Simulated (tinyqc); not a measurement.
Coupled-perturbed Hartree-Fock on RHF in the sto-3g basis, for BeH2, spin multiplicity 1, step by step. Computed by tinyqc, a small Python program that keeps every step (integrals from PySCF). Settings: charge = 0, multiplicity = 1, basis = sto-3g, method = RHF, energy threshold = 1e-10, iteration cap = 61, orthogonalisation = symmetric, start = core, DIIS depth = 6. Command: `OMP_NUM_THREADS=1 python tinyqc.py 22903 22904 out.jsonl` (the two numbers bound the seeds that draw the settings). One thread of a shared host (Intel(R) Xeon(R) Processor @ 2.60GHz), about 0.2 s of CPU time with the checks. The early iterations of the SCF are left out here.

## One-electron integrals

Geometry (angstrom):

| atom | x | y | z |
|---|---|---|---|
| Be | 0.00000 | 0.00000 | 0.00000 |
| H | 0.00000 | 1.43400 | 0.08400 |
| H | 0.00000 | -1.43400 | 0.08400 |

Basis sto-3g: exponents (1/bohr^2) and contraction coefficients of normalised primitives:

| element | l (shell) | exponent | coefficient |
|---|---|---|---|
| Be | s (1) | 30.16787 | 0.15433 |
| Be | s (1) | 5.49512 | 0.53533 |
| Be | s (1) | 1.48719 | 0.44463 |
| Be | s (2) | 1.31483 | -0.09997 |
| Be | s (2) | 0.30554 | 0.39951 |
| Be | s (2) | 0.09937 | 0.70012 |
| Be | p (3) | 1.31483 | 0.15592 |
| Be | p (3) | 0.30554 | 0.60768 |
| Be | p (3) | 0.09937 | 0.39196 |
| H | s (1) | 3.42525 | 0.15433 |
| H | s (1) | 0.62391 | 0.53533 |
| H | s (1) | 0.16886 | 0.44463 |

Overlap, kinetic and nuclear-attraction integrals over the contracted functions; the nuclear repulsion is the sum of Za Zb / Rab.

nuclear repulsion = 3.1316331 hartree

overlap S, lower triangle:
```
          1Be 1s   1Be 2s  1Be 2px   1Be 2py  1Be 2pz    2H 1s    3H 1s
1Be 1s   1.00000
1Be 2s   0.25952  1.00000
1Be 2px  0.00000  0.00000  1.00000
1Be 2py  0.00000  0.00000  0.00000   1.00000
1Be 2pz  0.00000  0.00000  0.00000   0.00000  1.00000
2H 1s    0.05619  0.42153  0.00000   0.49638  0.02908  1.00000
3H 1s    0.05619  0.42153  0.00000  -0.49638  0.02908  0.02404  1.00000
```

kinetic energy T (hartree), lower triangle:
```
           1Be 1s   1Be 2s  1Be 2px   1Be 2py  1Be 2pz     2H 1s    3H 1s
1Be 1s    6.69397
1Be 2s   -0.03301  0.21111
1Be 2px   0.00000  0.00000  0.66059
1Be 2py   0.00000  0.00000  0.00000   0.66059
1Be 2pz   0.00000  0.00000  0.00000   0.00000  0.66059
2H 1s    -0.01472  0.05502  0.00000   0.16249  0.00952   0.76003
3H 1s    -0.01472  0.05502  0.00000  -0.16249  0.00952  -0.00778  0.76003
```

nuclear attraction V (hartree), lower triangle:
```
            1Be 1s    1Be 2s   1Be 2px   1Be 2py   1Be 2pz     2H 1s     3H 1s
1Be 1s   -15.29787
1Be 2s    -2.09045  -3.01351
1Be 2px    0.00000   0.00000  -2.92474
1Be 2py    0.00000   0.00000   0.00000  -3.13534
1Be 2pz   -0.00183  -0.01602   0.00000   0.00000  -2.92547
2H 1s     -0.45098  -1.20445   0.00000  -1.38474  -0.08272  -2.87687
3H 1s     -0.45098  -1.20445   0.00000   1.38474  -0.08272  -0.08090  -2.87687
```

core Hamiltonian H = T + V (hartree), lower triangle:
```
           1Be 1s    1Be 2s   1Be 2px   1Be 2py   1Be 2pz     2H 1s     3H 1s
1Be 1s   -8.60390
1Be 2s   -2.12347  -2.80240
1Be 2px   0.00000   0.00000  -2.26415
1Be 2py   0.00000   0.00000   0.00000  -2.47475
1Be 2pz  -0.00183  -0.01602   0.00000   0.00000  -2.26487
2H 1s    -0.46570  -1.14943   0.00000  -1.22225  -0.07320  -2.11683
3H 1s    -0.46570  -1.14943   0.00000   1.22225  -0.07320  -0.08867  -2.11683
```

## Two-electron integrals

Functions are numbered as in S; the eight-fold symmetry (ij|kl) = (ji|kl) = (kl|ij) leaves the list below.

Two-electron integrals (ij|kl) in chemists' order, unique and non-zero (hartree):
```
(11|11) 2.29883     (21|11) 0.39204     (21|21) 0.07954     (22|11) 0.57099
(22|21) 0.14304     (22|22) 0.41768     (31|31) 0.01461     (32|31) 0.02189
(32|32) 0.09226     (33|11) 0.56958     (33|21) 0.14308     (33|22) 0.41759
(33|33) 0.44986     (41|41) 0.01461     (42|41) 0.02189     (42|42) 0.09226
(43|43) 0.02425     (44|11) 0.56958     (44|21) 0.14308     (44|22) 0.41759
(44|33) 0.40136     (44|44) 0.44986     (51|51) 0.01461     (52|51) 0.02189
(52|52) 0.09226     (53|53) 0.02425     (54|54) 0.02425     (55|11) 0.56958
(55|21) 0.14308     (55|22) 0.41759     (55|33) 0.40136     (55|44) 0.40136
(55|55) 0.44986     (61|11) 0.08388     (61|21) 0.01701     (61|22) 0.03084
(61|33) 0.03062     (61|41) 0.00151     (61|42) 0.00284     (61|44) 0.03129
(61|51) 0.00009     (61|52) 0.00017     (61|54) 3.96e-05    (61|55) 0.03062
(61|61) 0.00382     (62|11) 0.19972     (62|21) 0.05074     (62|22) 0.16094
(62|33) 0.15488     (62|41) 0.00664     (62|42) 0.04039     (62|44) 0.17284
(62|51) 0.00039     (62|52) 0.00237     (62|54) 0.00105     (62|55) 0.15494
(62|61) 0.01200     (62|62) 0.09156     (63|31) 0.00471     (63|32) 0.02191
(63|43) 0.00703     (63|53) 0.00041     (63|63) 0.00853     (64|11) 0.21258
(64|21) 0.05468     (64|22) 0.18190     (64|33) 0.17112     (64|41) 0.01081
(64|42) 0.06289     (64|44) 0.20322     (64|51) 0.00036     (64|52) 0.00240
(64|54) 0.00147     (64|55) 0.17118     (64|61) 0.01353     (64|62) 0.11782
(64|64) 0.15676     (65|11) 0.01245     (65|21) 0.00320     (65|22) 0.01066
(65|33) 0.01002     (65|41) 0.00036     (65|42) 0.00240     (65|44) 0.01108
(65|51) 0.00473     (65|52) 0.02205     (65|54) 0.00710     (65|55) 0.01085
(65|61) 0.00079     (65|62) 0.00690     (65|64) 0.00868     (65|65) 0.00904
(66|11) 0.36606     (66|21) 0.09470     (66|22) 0.33625     (66|33) 0.31185
(66|41) 0.01469     (66|42) 0.11481     (66|44) 0.38453     (66|51) 0.00086
(66|52) 0.00673     (66|54) 0.00426     (66|55) 0.31210     (66|61) 0.02301
(66|62) 0.24192     (66|64) 0.33080     (66|65) 0.01938     (66|66) 0.77461
(71|11) 0.08388     (71|21) 0.01701     (71|22) 0.03084     (71|33) 0.03062
(71|41) -0.00151    (71|42) -0.00284    (71|44) 0.03129     (71|51) 0.00009
(71|52) 0.00017     (71|54) -3.96e-05   (71|55) 0.03062     (71|61) 0.00348
(71|62) 0.01013     (71|64) 0.01051     (71|65) 0.00067     (71|66) 0.01866
(71|71) 0.00382     (72|11) 0.19972     (72|21) 0.05074     (72|22) 0.16094
(72|33) 0.15488     (72|41) -0.00664    (72|42) -0.04039    (72|44) 0.17284
(72|51) 0.00039     (72|52) 0.00237     (72|54) -0.00105    (72|55) 0.15494
(72|61) 0.01013     (72|62) 0.04796     (72|64) 0.04937     (72|65) 0.00357
(72|66) 0.09361     (72|71) 0.01200     (72|72) 0.09156     (73|31) 0.00471
(73|32) 0.02191     (73|43) -0.00703    (73|53) 0.00041     (73|63) 0.00355
(73|73) 0.00853     (74|11) -0.21258    (74|21) -0.05468    (74|22) -0.18190
(74|33) -0.17112    (74|41) 0.01081     (74|42) 0.06289     (74|44) -0.20322
(74|51) -0.00036    (74|52) -0.00240    (74|54) 0.00147     (74|55) -0.17118
(74|61) -0.01051    (74|62) -0.04937    (74|64) -0.04893    (74|65) -0.00362
(74|66) -0.09519    (74|71) -0.01353    (74|72) -0.11782    (74|74) 0.15676
(75|11) 0.01245     (75|21) 0.00320     (75|22) 0.01066     (75|33) 0.01002
(75|41) -0.00036    (75|42) -0.00240    (75|44) 0.01108     (75|51) 0.00473
(75|52) 0.02205     (75|54) -0.00710    (75|55) 0.01085     (75|61) 0.00067
(75|62) 0.00357     (75|64) 0.00362     (75|65) 0.00381     (75|66) 0.00712
(75|71) 0.00079     (75|72) 0.00690     (75|74) -0.00868    (75|75) 0.00904
(76|11) 0.01501     (76|21) 0.00371     (76|22) 0.01050     (76|33) 0.01034
(76|44) 0.01081     (76|51) 0.00006     (76|52) 0.00028     (76|55) 0.01035
(76|61) 0.00080     (76|62) 0.00416     (76|64) 0.00478     (76|65) 0.00034
(76|66) 0.00894     (76|71) 0.00080     (76|72) 0.00416     (76|74) -0.00478
(76|75) 0.00034     (76|76) 0.00027     (77|11) 0.36606     (77|21) 0.09470
(77|22) 0.33625     (77|33) 0.31185     (77|41) -0.01469    (77|42) -0.11481
(77|44) 0.38453     (77|51) 0.00086     (77|52) 0.00673     (77|54) -0.00426
(77|55) 0.31210     (77|61) 0.01866     (77|62) 0.09361     (77|64) 0.09519
(77|65) 0.00712     (77|66) 0.18449     (77|71) 0.02301     (77|72) 0.24192
(77|74) -0.33080    (77|75) 0.01938     (77|76) 0.00894     (77|77) 0.77461
```

## Orthogonalisation

S = U s U^T; symmetric (Loewdin) form X = U s^(-1/2) U^T, so that X^T S X = 1.

eigenvalues of S: 0.28589  0.38494  0.94150  1.00000  1.00457  1.69007  1.69303

X, lower triangle:
```
           1Be 1s    1Be 2s  1Be 2px   1Be 2py   1Be 2pz     2H 1s    3H 1s
1Be 1s    1.02855
1Be 2s   -0.15275   1.21343
1Be 2px   0.00000   0.00000  1.00000
1Be 2py   0.00000   0.00000  0.00000   1.31030
1Be 2pz  -0.00115   0.01260  0.00000   0.00000   1.00085
2H 1s     0.02011  -0.27610  0.00000  -0.38921  -0.01869   1.24748
3H 1s     0.02011  -0.27610  0.00000   0.38921  -0.01869  -0.08167  1.24748
```

## Iteration 7 (converged): orbitals

converged F (hartree), lower triangle:
```
           1Be 1s    1Be 2s  1Be 2px   1Be 2py   1Be 2pz     2H 1s     3H 1s
1Be 1s   -4.52178
1Be 2s   -1.28846  -0.61443
1Be 2px   0.00000   0.00000  0.21352
1Be 2py   0.00000   0.00000  0.00000  -0.19555
1Be 2pz   0.00135  -0.01199  0.00000   0.00000   0.21259
2H 1s    -0.28775  -0.38091  0.00000  -0.32086  -0.01486  -0.27468
3H 1s    -0.28775  -0.38091  0.00000   0.32086  -0.01486  -0.03162  -0.27468
```

Diagonalise F' = X^T F X, C = X C', fill 3 alpha and 3 beta electrons from the bottom; D = 2 C_occ C_occ^T. Each column has its largest component positive (the first on a tie).

F' = X^T F X (hartree), lower triangle:
```
          1         2        3         4         5         6        7
1  -4.41252
2  -0.69592  -0.11747
3   0.00000   0.00000  0.21352
4   0.00000   0.00000  0.00000   0.24516
5   0.00095   0.00516  0.00000   0.00000   0.21381
6  -0.02999  -0.31003  0.00000  -0.43056  -0.01872   0.07747
7  -0.02999  -0.31003  0.00000   0.43056  -0.01872  -0.09785  0.07747
```

orbital energies (hartree): MO1 -4.52519, MO2 -0.43931, MO3 -0.39966, MO4 0.21175, MO5 0.21352, MO6 0.41620, MO7 0.82014

coefficients C:
```
              MO1       MO2       MO3       MO4      MO5       MO6       MO7
1Be 1s    0.99179  -0.21752   0.00000   0.02881  0.00000  -0.22422   0.00000
1Be 2s    0.03166   0.58025   0.00000  -0.12581  0.00000   1.13791   0.00000
1Be 2px   0.00000   0.00000   0.00000   0.00000  1.00000   0.00000   0.00000
1Be 2py   0.00000   0.00000   0.49940   0.00000  0.00000   0.00000   1.33059
1Be 2pz  -0.00003   0.01364   0.00000   0.99184  0.00000   0.13645   0.00000
2H 1s    -0.00350   0.39264   0.41612   0.05673  0.00000  -0.77404  -0.92825
3H 1s    -0.00350   0.39264  -0.41612   0.05673  0.00000  -0.77404   0.92825
```

D after iteration 7, lower triangle:
```
           1Be 1s   1Be 2s  1Be 2px   1Be 2py  1Be 2pz     2H 1s    3H 1s
1Be 1s    2.06191
1Be 2s   -0.18963  0.67539
1Be 2px   0.00000  0.00000  0.00000
1Be 2py   0.00000  0.00000  0.00000   0.49881
1Be 2pz  -0.00599  0.01582  0.00000   0.00000  0.00037
2H 1s    -0.17775  0.45544  0.00000   0.41562  0.01071   0.65467
3H 1s    -0.17775  0.45544  0.00000  -0.41562  0.01071  -0.03795  0.65467
```

## Convergence

Stop when the energy changes by less than 1e-10 hartree and every element of the error matrix X^T (F D S - S D F) X is below 3e-06.

Course of the cycle:

| iteration | E (hartree) | change | largest element of the error matrix |
|---|---|---|---|
| 1 | -14.9670127 | - | 5.62e-01 |
| 2 | -15.5430513 | -5.76e-01 | 4.62e-02 |
| 3 | -15.5457424 | -2.69e-03 | 2.79e-03 |
| 4 | -15.5457713 | -2.89e-05 | 7.22e-04 |
| 5 | -15.5457731 | -1.79e-06 | 3.70e-05 |
| 6 | -15.5457731 | -5.16e-09 | 4.01e-06 |
| 7 | -15.5457731 | -2.85e-11 | 2.46e-08 |

PySCF RHF in the same basis = -15.5457731 hartree

Converged in 7 iterations.

## Integrals over molecular orbitals

(pq|rs) = sum C_ip C_jq C_kr C_ls (ij|kl), one index at a time.

one-electron integrals over orbitals h = C^T H C (hartree), lower triangle:
```
          1         2         3         4         5         6         7
1  -8.59239
2   0.21601  -2.38527
3   0.00000   0.00000  -2.33557
4  -0.02994   0.00892   0.00000  -2.26119
5   0.00000   0.00000   0.00000   0.00000  -2.26415
6   0.19858  -0.20890   0.00000  -0.03135   0.00000  -1.91024
7   0.00000   0.00000  -0.29794   0.00000   0.00000   0.00000  -1.83808
```

Two-electron integrals over orbitals (pq|rs), unique and non-zero (hartree):
```
(11|11) 2.27164    (21|11) -0.19217   (21|21) 0.02502    (22|11) 0.47287
(22|21) -0.00614   (22|22) 0.38730    (31|31) 0.00550    (32|31) 0.01255
(32|32) 0.16193    (33|11) 0.44017    (33|21) -0.00257   (33|22) 0.39993
(33|33) 0.42314    (41|11) 0.02467    (41|21) -0.00296   (41|22) 0.00196
(41|33) 0.00112    (41|41) 0.01595    (42|11) -0.01112   (42|21) 0.00096
(42|22) 0.00575    (42|33) 0.00618    (42|41) 0.01481    (42|42) 0.04839
(43|31) -0.00007   (43|32) 0.00774    (43|43) 0.01420    (44|11) 0.56813
(44|21) -0.00770   (44|22) 0.36102    (44|33) 0.34659    (44|41) -0.00321
(44|42) -0.01589   (44|44) 0.45107    (51|51) 0.01576    (52|51) 0.01509
(52|52) 0.04833    (53|53) 0.01362    (54|51) -0.00204   (54|52) -0.00541
(54|54) 0.02474    (55|11) 0.56918    (55|21) -0.00762   (55|22) 0.36175
(55|33) 0.34676    (55|41) 0.00081    (55|42) -0.00531   (55|44) 0.40099
(55|55) 0.44986    (61|11) -0.18715   (61|21) 0.02499    (61|22) -0.00617
(61|33) -0.00341   (61|41) -0.00129   (61|42) 0.00235    (61|44) -0.00573
(61|55) -0.00521   (61|61) 0.02530    (62|11) 0.12374    (62|21) -0.00627
(62|22) -0.01924   (62|33) -0.04356   (62|41) 0.00229    (62|42) -0.00223
(62|44) 0.05755    (62|55) 0.05943    (62|61) -0.00445   (62|62) 0.08000
(63|31) -0.00146   (63|32) -0.09278   (63|43) -0.00642   (63|63) 0.08417
(64|11) 0.01082    (64|21) 0.00023    (64|22) 0.00186    (64|33) -0.00197
(64|41) 0.01569    (64|42) 0.04459    (64|44) -0.00284   (64|55) 0.00407
(64|61) 0.00206    (64|62) 0.01284    (64|64) 0.04828    (65|51) 0.01622
(65|52) 0.04676    (65|54) -0.00361   (65|65) 0.04986    (66|11) 0.47100
(66|21) -0.00665   (66|22) 0.38824    (66|33) 0.39872    (66|41) 0.00503
(66|42) 0.01516    (66|44) 0.35879    (66|55) 0.36123    (66|61) -0.00583
(66|62) -0.02898   (66|64) 0.00965    (66|66) 0.40643    (71|31) 0.01039
(71|32) 0.01917    (71|43) -0.00036   (71|63) -0.00090   (71|71) 0.01986
(72|31) 0.00406    (72|32) -0.04181   (72|43) -0.00681   (72|63) 0.06139
(72|71) 0.00789    (72|72) 0.05682    (73|11) 0.14534    (73|21) -0.00454
(73|22) -0.00261   (73|33) -0.01896   (73|41) -0.00016   (73|42) -0.00963
(73|44) 0.06447    (73|55) 0.06462    (73|61) -0.00356   (73|62) 0.07501
(73|64) 0.00546    (73|66) -0.02310   (73|73) 0.08467    (74|31) -0.00157
(74|32) -0.01618   (74|43) 0.01279    (74|63) 0.00984    (74|71) -0.00265
(74|72) 0.00274    (74|74) 0.01852    (75|53) 0.01354    (75|75) 0.01676
(76|31) 0.01040    (76|32) 0.14045    (76|43) 0.00865    (76|63) -0.09242
(76|71) 0.01625    (76|72) -0.05168   (76|74) -0.01394   (76|76) 0.13702
(77|11) 0.56263    (77|21) -0.00830   (77|22) 0.41473    (77|33) 0.43242
(77|41) 0.00070    (77|42) 0.00133    (77|44) 0.38529    (77|55) 0.38478
(77|61) -0.00821   (77|62) -0.02775   (77|64) -0.00375   (77|66) 0.42355
(77|73) -0.00344   (77|77) 0.47208
```

## Response to a field: uncoupled start

dipole integrals <a|z|i> (bohr):
```
         i1       i2        i3
a4  0.15085  0.96350   0.00000
a5  0.00000  0.00000   0.00000
a6  0.01751  0.04512   0.00000
a7  0.00000  0.00000  -0.11089
```

Field along z; U_ai = -mu_ai / (e_a - e_i), alpha = -4 sum U_ai mu_ai.

uncoupled U:
```
          i1        i2       i3
a4  -0.03185  -1.47988  0.00000
a5   0.00000   0.00000  0.00000
a6  -0.00354  -0.05273  0.00000
a7   0.00000   0.00000  0.09090
```

uncoupled polarisability = 5.77276 bohr^3

## Coupled step 1

U_ai = -(mu_ai + sum_bj [4 (ai|bj) - (ab|ij) - (aj|bi)] U_bj) / (e_a - e_i); alpha = -4 sum U_ai mu_ai.

U after step 1:
```
          i1        i2       i3
a4  -0.01902  -1.96644  0.00000
a5   0.00000   0.00000  0.00000
a6  -0.00149  -0.08689  0.00000
a7   0.00000   0.00000  0.08959
```

polarisability = 7.64565 bohr^3

## Coupled step 2

As before.

U after step 2:
```
          i1        i2       i3
a4  -0.01220  -2.12927  0.00000
a5   0.00000   0.00000  0.00000
a6  -0.00066  -0.09761  0.00000
a7   0.00000   0.00000  0.08598
```

polarisability = 8.26938 bohr^3

## Coupled polarisability

Repeat until U stops changing; compare with -d2E/dF2.

Course of the coupled iterations:

| step | alpha (bohr^3) |
|---|---|
| 0 | 5.77276 |
| 1 | 7.64565 |
| 2 | 8.26938 |
| 3 | 8.47867 |
| 4 | 8.54907 |
| 5 | 8.57278 |
| 6 | 8.58076 |
| 7 | 8.58345 |
| 8 | 8.58436 |
| 9 | 8.58466 |
| 10 | 8.58477 |
| 11 | 8.58480 |
| 12 | 8.58481 |
| 13 | 8.58482 |
| 14 | 8.58482 |
| 15 | 8.58482 |
| 16 | 8.58482 |
| 17 | 8.58482 |
| 18 | 8.58482 |

coupled polarisability = 8.58482 bohr^3

finite-field check, fields of +/-0.001 au = 8.58479 bohr^3
